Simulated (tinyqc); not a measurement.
From results back to parameters: eight-band Kane k.p model. Three cases, with inputs chosen for the exercise.

Problem. In the Kane model 1/m = A_r + Ep (Eg + 2 Dso/3)/(Eg (Eg + Dso)) and the Roth formula gives g* = 2 - 2 Ep Dso/(3 Eg (Eg + Dso)). The mass and the g factor below were computed from hidden Ep and Dso.

Find: X; Y; Ep; Dso.

Method. Let X = 1/m - A_r and Y = (2 - g*)/2. Then X + Y = Ep/Eg and X - 2 Y = Ep/(Eg + Dso).

Case 1.

Values chosen (out of a larger set: near those of CdTe; not measured data): Eg = 1.584 eV (gap at Gamma to the s-like level); A_r = 1 (remote-band term in 1/m).

m = 0.0889826 m0
g* = -0.88229

Solution.

X = 10.238
Y = 1.441
Ep = 18.50 eV
Dso = 0.931 eV

Case 2.

Values chosen (out of a larger set: near those of InSb; not measured data): Eg = 0.241 eV (gap at Gamma to the s-like level); A_r = 1 (remote-band term in 1/m).

m = 0.0133521 m0
g* = -49.38066

Solution.

X = 73.895
Y = 25.690
Ep = 24.00 eV
Dso = 0.825 eV

Case 3.

Values chosen (out of a larger set: near those of AlAs; not measured data): Eg = 3.191 eV (gap at Gamma to the s-like level); A_r = 0.5 (remote-band term in 1/m).

m = 0.1442662 m0
g* = 1.63857

Solution.

X = 6.432
Y = 0.181
Ep = 21.10 eV
Dso = 0.285 eV

Computed by tinyqc, one run a case: `OMP_NUM_THREADS=1 python tinyqc.py N N+1 out.jsonl` with N = 1080274, 1080282, 1080306; one thread of a shared Intel(R) Xeon(R) Processor @ 2.30GHz, about 0.05 s a run at most.
